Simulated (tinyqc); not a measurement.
# MOS inversion layer, Poisson-Schroedinger loop: effect of the sheet density of electrons

Electrons confined at an insulator interface at z = 0, treated as a hard wall; parabolic valleys, Hartree approximation, no image or exchange terms. The depletion charge lies far deeper than the electrons and gives a uniform field q Nd/(eps0 eps_r); the gate balances all charge. Energies are counted from the band edge at the interface.

Schroedinger equation -(C/mz) psi'' + (V0 + U) psi = E psi, C = hbar^2/(2 m0), psi(0) = 0, on a uniform mesh of 800 nodes with a far wall at 21 nm, 8 levels a set; V0 = q Nd z/(eps0 eps_r); dU/dz = q (Ns - integral of n from 0 to z)/(eps0 eps_r), U(0) = 0; N_k = g md m0 q Vt/(pi hbar^2) ln(1 + exp((EF - E_k)/Vt)), g the number of valleys of the set, sum N_k = Ns. Triangular well: E_k = a_k (C F^2/mz)^(1/3), a_1 = 2.338107, a_2 = 4.087949, C = hbar^2/(2 m0), F in eV/nm. Fang-Howard (all electrons in the lowest level of set A): b^3 = 6 (mz1/C) q (Nd + 11 Ns/32)/(eps0 eps_r), centroid 3/b, level C b^2/(4 mz1) + (3/b) q (Nd + 11 Ns/16)/(eps0 eps_r). The centroid adds 3.9 z_av/eps_r to an oxide-equivalent thickness. Shares under 0.0001 % are printed as 0.

Parameters, values chosen for the exercise; masses and permittivity close to those of 4H silicon carbide (0001):
```
symbol,value,unit,meaning
T,77,K,temperature
eps_r,9.79,,relative permittivity
mz1,0.325,m0,mass along z of valley set A (3 valley(s))
md1,0.422,m0,in-plane density-of-states mass of set A
Nd,1.2e12,cm^-2,sheet density of depletion charge
```

Constants: q = 1.602176634e-19 C, kB = 1.380649e-23 J/K, hbar = 1.054571817e-34 J s, m0 = 9.1093837015e-31 kg, Vt = kB T/q, eps0 = 8.8541878128e-14 F/cm where lengths are in cm, hbar^2/(2 m0) = 0.0380998212 eV nm^2. Results are converted to the units shown.

Result of one run:
columns A: A1 (meV); B: A2 (meV); C: EF (meV); D: share of A1 (%); E: share of A2 (%); F: centroid z_av (nm); G: added oxide equivalent (nm); H: Fang-Howard centroid (nm)
```
A      B    C    D        E     F      G     H
124  198  117  100  0.00185  2.49  0.992  2.65
```

Which sheet density of electrons Ns gave this result: 1e11, 9.7e11, 9.4e12 or 2e13 cm^-2?

Ns = 9.7e11 cm^-2.

The whole series:
columns A: Ns (cm^-2); B: A1 (meV); C: A2 (meV); D: EF (meV); E: share of A1 (%); F: share of A2 (%); G: centroid z_av (nm); H: added oxide equivalent (nm); I: Fang-Howard centroid (nm)
```
A          B    C     D    E        F     G      H     I
1e11    94.1  162  70.6  100  0.00347  2.69   1.07  2.85
2.1e11  98.1  167  79.6  100  0.00319  2.66   1.06  2.82
4.5e11   107  177  93.5  100  0.00266  2.60   1.04  2.76
9.7e11   124  198   117  100  0.00185  2.49  0.992  2.65
2.1e12   159  238   158  100  9.27e-4  2.30  0.918  2.46
4.4e12   221  310   227  100  3.03e-4  2.06  0.819  2.19
9.4e12   334  440   351  100        0  1.75  0.697  1.86
2e13     526  661   564  100        0  1.44  0.574  1.52
```

As Ns goes from 1e11 to 2e13, A1 rises from 94.1 to 526 meV, the share of A1 stays near 100 % and the centroid falls from 2.69 to 1.44 nm. A1 goes as Ns^(0.60) between the last two rows (a triangular well in the field of that charge alone gives 2/3). EF lies more than 2 meV above A1 for Ns = 4.4e12, 9.4e12, 2e13. The Fang-Howard centroid is 6.0 % above the full one in the first row, where A1 holds 100 %, and 5.8 % above it in the last, where A1 holds 100 %.

Numbers from tinyqc (`OMP_NUM_THREADS=1 python tinyqc.py 2160101 2160102 out.jsonl`; about 0.3 s on one thread of a shared Intel Xeon 2.30GHz).
